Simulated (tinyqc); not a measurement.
Minority-electron transport through the base of a bipolar transistor (Moll-Ross and Kroemer integrals). Changing the doping ratio N_0/N(W). Computed by tinyqc, a small Python program. Command: `OMP_NUM_THREADS=1 python tinyqc.py 3028123 3028124 out.jsonl base sweep`. One thread of a shared host (Intel(R) Xeon(R) Processor @ 2.30GHz), about 0.01 s of CPU time with the checks.

Low injection, one dimension, x from the emitter edge (0) to the collector edge (W), s = x/W. Recombination is treated as a small correction (valid for tau_B well below tau_n), computed from the stored charge.

Inputs (values chosen for the exercise, modelled on InP):

| quantity | value | unit |
|---|---|---|
| intrinsic density n_i at the emitter edge | 1.3e+07 | 1/cm^3 |
| base doping at the emitter edge N_0 | 5.2e+17 | 1/cm^3 |
| base width W | 130 | nm |
| mu_min | 850 | cm^2/(V s) |
| mu_max | 4420 | cm^2/(V s) |
| N_ref | 2.1e+17 | 1/cm^3 |
| saturation velocity v_s | 0.79 | 1e7 cm/s |
| electron lifetime tau_n | 5.8 | ns |
| emitter Gummel number G_E | 2.3e+14 | s/cm^4 |
| base-emitter voltage V_BE | 0.77 | V |
| temperature T | 300 | K |
| gap narrowing across the base dE_g | 110 | meV |

Base doping profile: Gaussian. Gap grading: linear. Exit of the base: saturation velocity.

Constants: k_B = 8.617333262e-05 eV/K; e = 1.602176634e-19 C.

Method:
- N(x) = N_0 (ratio)^(-s^2); n_i(x)^2 = n_i^2 exp(s dE_g/k_B T); D(x) = (k_B T/e) mu, mu = mu_min + (mu_max - mu_min)/(1 + (N/N_ref)^0.7).
- Field that drives electrons towards the collector, averaged over the base: (k_B T/e) ln[N_0 n_i(W)^2/(N(W) n_i^2)]/W.
- With y(x) = N n_i^2/(D n_i(x)^2): base Gummel number G_B = int_0^W y dx + N(W) n_i^2/(v_s n_i(W)^2); J_C = e n_i^2 exp(e V_BE/k_B T)/G_B; n(x) = (J_C/e)(n_i(x)^2/(N n_i^2)) [int_x^W y dx + the same exit term]; transit time tau_B = (e/J_C) int n dx; trapezoid rule on 401 even points.
- Emitter-limited gain beta_E = G_E/G_B; recombination-limited gain beta_R = tau_n/tau_B; 1/beta = 1/beta_E + 1/beta_R; f_T from the base alone = 1/(2 pi tau_B).

One run for each value:

| doping ratio N_0/N(W) | base transit time tau_B (ps) | base Gummel number G_B (s/cm^4) | mean built-in field (kV/cm) | current gain beta |
|---|---|---|---|---|
| 1.5 | 0.8399 | 2.843e+10 | 9.27 | 3725 |
| 3.4 | 0.6788 | 2.613e+10 | 10.90 | 4336 |
| 7.9 | 0.5643 | 2.446e+10 | 12.57 | 4911 |
| 18 | 0.4842 | 2.321e+10 | 14.21 | 5423 |
| 41 | 0.4246 | 2.220e+10 | 15.85 | 5892 |
| 95 | 0.3778 | 2.134e+10 | 17.52 | 6332 |
| 220 | 0.3409 | 2.060e+10 | 19.19 | 6740 |
| 500 | 0.3117 | 1.997e+10 | 20.82 | 7113 |

What does the table show, and why?

Over the rows, base transit time tau_B (ps) falls from 0.840 to 0.312 (exponent d ln y / d ln x -0.26 between the first rows and -0.11 between the last); base Gummel number G_B (s/cm^4) falls from 2.84e10 to 2.00e10 (exponent d ln y / d ln x -0.10 between the first rows and -0.038 between the last); mean built-in field (kV/cm) rises from 9.27 to 20.8 (exponent d ln y / d ln x 0.20 between the first rows and 0.099 between the last). A steeper profile adds a drift field and raises the mobility near the collector, at fixed N_0.

Caution (all rows): the mean velocity exceeds v_s, so drift-diffusion with a low-field mobility overstates the speed.
